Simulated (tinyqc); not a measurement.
# Quantum-well laser, gain and threshold: effect of the temperature

One electron and one heavy-hole subband per well, parabolic, with equal sheet densities n of electrons and holes; k-conserving transitions, TE polarisation, no line broadening, so the gain starts as a step at E0 and peaks there. All wells are pumped alike.

Nc = me kB T/(pi hbar^2), Nv = mh kB T/(pi hbar^2), mr = me mh/(me + mh) in m0, g0(E) = q^2 Ep mr/(4 nr eps0 c hbar E Lw) (squared momentum element m0 Ep/4, joint density of states mr/(pi hbar^2 Lw) for both spins). Peak gain g(n) = g0(E0)[1 - exp(-n/Nc) - exp(-n/Nv)]. Mirror loss am = ln(1/(R1 R2))/(2 Lc); threshold gain gth = (ai + am)/(Nw Gw). nth solves g(n) = gth and ntr solves g(n) = 0. Jth = q Nw (A n + B n^2 + C n^3)/eta at n = nth, Ith = Jth Wd Lc; differential efficiency of both facets eta am/(ai + am).

Values chosen for this exercise; well values close to those of AlGaInP:

| symbol | value | unit | meaning |
|---|---|---|---|
| E0 | 1.87 | eV | lowest transition energy |
| me | 0.112 | m0 | in-plane electron mass |
| mh | 0.38 | m0 | in-plane hole mass |
| Ep | 24.7 | eV | Kane energy |
| nr | 3.17 |  | refractive index |
| Lw | 8 | nm | well width |
| Nw | 2 |  | number of wells |
| Gw | 0.011 |  | optical confinement per well |
| ai | 20 | 1/cm | internal loss |
| Lc | 250 | um | cavity length |
| R1 | 0.3 |  | front reflectance |
| R2 | 0.95 |  | back reflectance |
| A | 1.1e8 | 1/s | defect recombination coefficient |
| B | 5.5e-5 | cm^2/s | radiative coefficient per well |
| C | 5.4e-18 | cm^4/s | Auger coefficient per well |
| eta | 0.76 |  | injection efficiency |
| Wd | 5 | um | stripe width |

Constants: q = 1.602176634e-19 C, kB = 1.380649e-23 J/K, eps0 = 8.8541878128e-12 F/m, hbar = 1.054571817e-34 J s, m0 = 9.1093837015e-31 kg, c = 299792458 m/s. Results are converted to the units shown.

The same in every row: gth (1/cm) = 2050; differential efficiency = 0.4230.

Effect of the temperature:

| T (K) | ntr (cm^-2) | nth (cm^-2) | Jth (A/cm^2) | Ith (mA) |
|---|---|---|---|---|
| 200 | 9.728e11 | 1.342e12 | 109.5 | 1.369 |
| 230 | 1.119e12 | 1.544e12 | 135.2 | 1.690 |
| 260 | 1.265e12 | 1.745e12 | 163.6 | 2.045 |
| 290 | 1.411e12 | 1.946e12 | 194.9 | 2.436 |
| 320 | 1.557e12 | 2.148e12 | 229.1 | 2.864 |
| 350 | 1.702e12 | 2.349e12 | 266.4 | 3.330 |
| 380 | 1.848e12 | 2.550e12 | 306.9 | 3.836 |
| 410 | 1.994e12 | 2.752e12 | 350.6 | 4.383 |

Read the table: what changes, and by how much?

As T goes from 200 to 410 K, gth stays at 2050 1/cm, Jth rises from 110 to 351 A/cm^2 and Ith rises from 1.37 to 4.38 mA. With A, B, C and the losses fixed, ntr and nth are proportional to T; written as exp(T/T0), Jth has T0 = 180 K over the range.

Range of the model: The second hole subband, left out here, lies within about 2 Vt of the first in a well this wide.

Program tinyqc, `OMP_NUM_THREADS=1 python tinyqc.py 2840115 2840116 out.jsonl`; Intel Xeon 2.30GHz, shared host, one thread, about 0.02 s.
